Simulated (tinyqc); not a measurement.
# Floating body of a partially depleted SOI transistor: body voltage and kink: what changes with what

Source at 0 V. Channel current Ic = 2 nf K Vt^2 [F(0) - F(Vd)](1 + la Vd), F(V) = ln^2(1 + exp((Vg - VT - nf V)/(2 nf Vt))), VT = VT0 - gb Vb. Saturation voltage Vs = 2 Vt sqrt(F(0)) + 3 Vt, excess Ve = (Vd - Vs + sqrt((Vd - Vs)^2 + 0.0004 V^2))/2, multiplication M1 = Ai Ve exp(-Bl/Ve). Each junction passes D(v) = J1 (exp(v/Vt) - 1) + J2 (exp(v/(2 Vt)) - 1). Bipolar current Ib = bb J1 (exp(Vb/Vt) - 1). The body settles where M1 (Ic + Ib) = D(Vb) + D(Vb - Vd) + Vb/Rb; drain current Id = (1 + M1)(Ic + Ib) - D(Vb - Vd).

Values chosen for this exercise; values of the order met in partially depleted silicon-on-insulator transistors:
```
symbol   value         unit                                                                                            meaning
T          398            K                                                                                        temperature
VT0       0.36            V                                                                     threshold at zero body voltage
gb        0.16                                                                  fall of the threshold per volt of body voltage
nf        1.21                                                                                                    slope factor
K          580  uA/(V^2 um)                                                                              gain factor per width
la        0.02          1/V                                                                   channel-length modulation factor
Ai        3.38          1/V                                                                        impact-ionisation prefactor
Bl         7.1            V                                                                          impact-ionisation voltage
J1      1.2e-8        uA/um                                                      diffusion saturation current of each junction
J2      4.2e-6        uA/um                                                  recombination saturation current of each junction
bb         0.5                                                 gain of the lateral bipolar transistor on the diffusion current
Rb         1e9      kohm um  resistance of a weak body tie to the source (1e9 stands for no tie, and the term is then dropped)
Vg        0.74            V                                                                                       gate voltage
Vd           2            V                                                                                      drain voltage
```

Constants: q = 1.602176634e-19 C, kB = 1.380649e-23 J/K, Vt = kB T/q. Results are converted to the units shown.

Each table varies one quantity; the others keep the values above.

## Output curve and kink

Rows with more than one solution for Vb (latch) are left out; dId/dVd by a forward difference over 1e-4 V, swing = 1e-4 V over the change of log10 Id; M1 under 1e-12 is printed as 0.

Output curve and kink:
```
Vd (V)	Vb (V)	M1	Id, floating (uA/um)	Id, grounded (uA/um)	ratio	dId/dVd, floating (uS/um)	dId/dVd, grounded (uS/um)
1	0.2578	4.455e-6	43.49	35.46	1.226	43.68	0.7033
1.2	0.4386	1.366e-4	49.83	35.61	1.399	22.06	0.8345
1.4	0.5288	0.001294	53.35	35.82	1.489	14.66	1.419
1.6	0.5861	0.006068	56.08	36.23	1.548	13.32	2.798
1.8	0.6269	0.01866	58.94	37.00	1.593	15.91	5.108
2	0.6580	0.04391	62.68	38.33	1.635	22.06	8.285
2.2	0.6828	0.08625	68.00	40.36	1.685	31.80	12.16
```

What does the table show?

Vb rises from 0.258 to 0.683 V and the ratio of the currents rises from 1.23 to 1.68. The output conductance with a floating body exceeds the grounded value by the largest factor among the rows, 62.1, at Vd = 1 V, where Vb = 0.258 V and M1 = 4.46e-6.

## Transfer curve and swing

Same model as above.

Results:
```
Vg (V)	Vb (V)	M1	Id, floating (uA/um)	Id, grounded (uA/um)	ratio	swing, floating (mV/decade)	swing, grounded (mV/decade)
-0.09	0.08920	0.1518	5.849e-5	4.267e-5	1.371	90.86	106.2
0.01	0.2381	0.1514	0.001063	4.278e-4	2.485	74.56	97.23
0.11	0.3980	0.1493	0.02077	0.004560	4.556	82.50	98.01
0.21	0.5019	0.1428	0.2684	0.04552	5.896	100.1	103.2
0.31	0.5709	0.1279	1.948	0.3735	5.217	139.4	118.5
0.41	0.6129	0.1066	7.529	2.088	3.606	211.9	155.3
0.61	0.6501	0.06475	34.57	17.44	1.982	428.2	314.8
0.71	0.6569	0.04824	55.50	32.76	1.694	550.0	423.1
```

Estimate the missing row, Vg = 0.51 V.

Computed row:
```
Vg (V)	Vb (V)	M1	Id, floating (uA/um)	Id, grounded (uA/um)	ratio	swing, floating (mV/decade)	swing, grounded (mV/decade)
0.51	0.6368	0.08445	18.44	7.291	2.529	312.4	222.1
```

With this row back in the table: Vb rises from 0.0892 to 0.657 V. The smallest swing among the rows is 74.6 mV a decade with a floating body (at Vg = 0.01 V) and 97.2 with a grounded one; Vt ln 10 = 79.0. The floating swing is smaller by more than 3 % for Vg = -0.09, 0.01, 0.11 V, where the rising Vb lowers the threshold as Vg rises. In the first row the floating body raises the current by a factor of 1.37.

Range of the model: The multiplication law is an empirical form chosen for the exercise; self-heating and capacitive coupling to the body are left out, and the linear laws are rough once Vb passes about 0.7 V or M1 about 0.1.

Numbers from tinyqc (`OMP_NUM_THREADS=1 python tinyqc.py 2182222 2182223 out.jsonl`; about 0.2 s on one thread of a shared Intel Xeon 2.30GHz).
